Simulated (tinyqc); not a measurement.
Bond-orbital model of a tetrahedral semiconductor (Harrison's universal couplings): one step. Metallicity and a gap from the bond picture. Two cases, with inputs chosen for the exercise.

Task: Neighbouring bonds couple through V1: averaged V1b = V1c (1 - ap)/2 + V1a (1 + ap)/2 for the bond band and V1x = V1c (1 + ap)/2 + V1a (1 - ap)/2 for the antibond band. The top of the bond band lies V1b above the bond level and the bottom of the antibond band 3 V1x below the antibond level, so the gap is 2 sqrt(V2^2 + V3^2) - V1b - 3 V1x; metallicity am = (V1b + 3 V1x)/(2 sqrt(V2^2 + V3^2)).

Hybrid level eh = (es + 3 ep)/4; metallic energy V1 = (ep - es)/4 for each atom; covalent energy V2 = 3.22 hbar^2/(m d^2); polar energy V3 = (ehc - eha)/2; hbar^2/m = 2c, c = hbar^2/2m0. Polarity ap = V3/sqrt(V2^2 + V3^2), covalency ac = V2/sqrt(V2^2 + V3^2). p-p coupling at Gamma Exx = (4/3)(2.22 - 2 x 0.63) hbar^2/(m d^2) = 1.28 hbar^2/(m d^2), s-s coupling Ess = 4 x 1.32 hbar^2/(m d^2).

Case 1.

V1 (eV): cation 2.185000, anion 2.185000

V2, V3 (eV): [10.345878, 0.000000]

ap = 0.000000

Case 2.

V1 (eV): cation 1.972500, anion 1.972500

V2, V3 (eV): [4.121252, 0.000000]

ap = 0.000000

Give: V1b, V1x; gap; am.

Result:

Case 1.

V1b, V1x (eV): [2.1850, 2.1850]

gap = 11.952 eV
am = 0.422

Case 2.

V1b, V1x (eV): [1.9725, 1.9725]

gap = 0.353 eV
am = 0.957

The gap closes where am reaches one. The model gives trends; its gap can miss the real one by a factor of two to five, most in ratio for narrow gaps and most in eV for first-row compounds.

Computed by tinyqc, one run a case: `OMP_NUM_THREADS=1 python tinyqc.py N N+1 out.jsonl` with N = 1481666, 1481914; one thread of a shared Intel(R) Xeon(R) Processor @ 2.30GHz, about 0.01 s a run at most.
